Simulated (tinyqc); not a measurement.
Comparisons within one model: two-band k.p model of the X valleys of a zinc-blende crystal. A value that a table varies takes the place of the one given here.

k along the valley axis, counted from X, c = hbar^2/2m0, e = c k^2/ml. H = [[e - D/2, i P k], [-i P k, e + D/2]] with P^2 = D0 c/ml, so E = e -/+ sqrt(D^2/4 + D0 e). For D = 0 (diamond lattice) the bands cross at X.

With x = D/D0: for x < 1 the minima lie at k_m = sqrt(ml D0 (1 - x^2)/(4 c)), the hump at X has the height dE = (D0/4)(1 - x)^2 and the mass at the minimum is ml/(1 - x^2); the mass at X is ml/(1 - 1/x), negative for x < 1. For x > 1 the minimum is at X.

Thermal masses along the axis for one X point, lower band, E from the minimum, on 1601 points from -0.8 to 0.8 1/angstrom: density-of-states mass m_d = c I^2/(pi kT), I = integral of exp(-E/kT) dk; conductivity mass m_c = 2 c kT/<(dE/dk)^2> with central differences.

Constants: hbar^2/2m0 = 3.80998211 eV angstrom^2; kB = 8.617333262e-05 eV/K.

Values chosen for the exercise (of the order of those of AlAs; shifted at random, so the results belong to these values and not to a real crystal):
- D0 = 0.14 eV (coupling energy)
- ml = 0.654 m0 (mass along the axis from remote bands)
- D = 0.372 eV (splitting of the two conduction levels at X)
- T = 300 K (temperature)

## From the diamond lattice to a polar crystal

D is varied at fixed D0 and ml.

Results:
```
x     D (eV)  k_m (1/angstrom)  dE (meV)  mass at the minimum
0.00   0.000            0.0775     35.00                0.654
0.30   0.042            0.0739     17.15                0.719
0.60   0.084            0.0620      5.60                1.022
0.80   0.112            0.0465      1.40                1.817
0.90   0.126            0.0338      0.35                3.442
1.10   0.154            0.0000      0.00                7.194
1.30   0.182            0.0000      0.00                2.834
2.00   0.280            0.0000      0.00                1.308
4.00   0.560            0.0000      0.00                0.872
```

At D = 0 the minima lie 0.0775 1/angstrom from X under a cusp of D0/4 = 35 meV, the pattern of silicon. The hump shrinks as (1 - x)^2, faster than k_m, so at x = 0.9 it is only 0.35 meV although k_m is still 44 % of its first value. The mass diverges at x = 1 from both sides (3.44 at 0.9, 7.19 at 1.1), where the band is quartic.

## Temperature

Thermal masses against T.

Results:
```
T (K)  kT (meV)    m_d    m_c
10         0.86  1.047  1.046
20         1.72  1.046  1.043
50         4.31  1.042  1.036
100        8.62  1.037  1.025
200       17.23  1.026  1.007
300       25.85  1.018  0.992
500       43.09  1.003  0.968
```

m_d goes from 1.047 to 1.003 and m_c goes from 1.046 to 0.968. Both start from the edge mass 1.049 and tend to ml = 0.654 for kT far above D0. 

## What each parameter does

Shape of the lower band and thermal masses. Each row changes one parameter from the base and keeps the others.

Results:
```
case            k_m (1/angstrom)  dE (meV)  m_d (m0)  m_c (m0)
base                      0.0000     0.000     1.018     0.992
D = 0.3608 eV             0.0000     0.000     1.033     1.005
D0 = 0.1358 eV            0.0000     0.000     1.002     0.979
ml = 0.6344 m0            0.0000     0.000     0.987     0.962
T = 309 K                 0.0000     0.000     1.017     0.991
```

The largest shifts from the base row, up to three for each result and ties (the steps differ in size, so this ranks the rows, not the parameters). k_m (1/angstrom): unchanged at the printed digits by D, D0, ml and T. dE (meV): unchanged at the printed digits by D, D0, ml and T. m_d (m0): ml -0.030, D +0.016, D0 -0.016. m_c (m0): ml -0.030, D0 -0.013, D +0.013.

Program tinyqc; command `OMP_NUM_THREADS=1 python tinyqc.py 1880635 1880636 out.jsonl`; about 0.01 s on one thread of a shared Intel(R) Xeon(R) Processor @ 2.30GHz.
